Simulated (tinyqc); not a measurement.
Elastic strain and critical thickness of a cubic alloy layer A(1-x)B(x) on a thick substrate: one step, computed by the program tinyqc.

Strain is positive in tension. The layer is coherent with the substrate unless said otherwise.

Question. Isotropic constants and the prefactor A. Voigt averages: G = (C11 - C12 + 3 C44)/5, B = (C11 + 2 C12)/3, nu = (3 B - 2 G)/(2 (3 B + G)); b = a/sqrt(2). The 60-degree dislocation has cos alpha = 1/2, and cos lambda = 1/2 on (001). Matthews-Blakeslee: h_c = A [ln(h_c/b) + 1], A = b (1 - nu cos^2 alpha)/(4 pi |f| (1 + nu) cos lambda), the factor 4 pi being that of a buried layer, with a dislocation at both interfaces.

Growth plane: (001). Layer: buried under a thick cap. Misfit dislocation: 60-degree.

elastic constants (GPa): C11 136.1320, C12 60.8664, C44 66.1836

free lattice constant a = 5.51788 angstrom

misfit f = 0.02448767

Give: shear modulus G; Poisson ratio nu; Burgers vector b; prefactor A.

Answer.

shear modulus G = 54.76328 GPa

Poisson ratio nu = 0.23724

Burgers vector b = 0.39017 nm

prefactor A = 1.9281 nm
